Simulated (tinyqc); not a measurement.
## Weak link from the transmission

Question. An infinite chain has hopping -t with t = 1 eV and site energy 0; E = -2 t cos(k) with E = 0.11 eV. One bond has the hopping -y t with 0 < y < 1, so T(E) = 4 y^2 sin^2 k/[(1 - y^2)^2 + 4 y^2 sin^2 k]. Find y and the hopping y t.

T(E) = 0.94627650

Answer. With b = |sin k| sqrt(1/T(E) - 1), (1 - y^2)/(2 y) = b, whose root below 1 is sqrt(b^2 + 1) - b.

y = 0.790
y t = 0.790 eV

Computed by the program tinyqc: `OMP_NUM_THREADS=1 python tinyqc.py 2660013 2660014 out.jsonl`, one thread of a shared Intel Xeon 2.30GHz, about 0.01 s for the whole run.
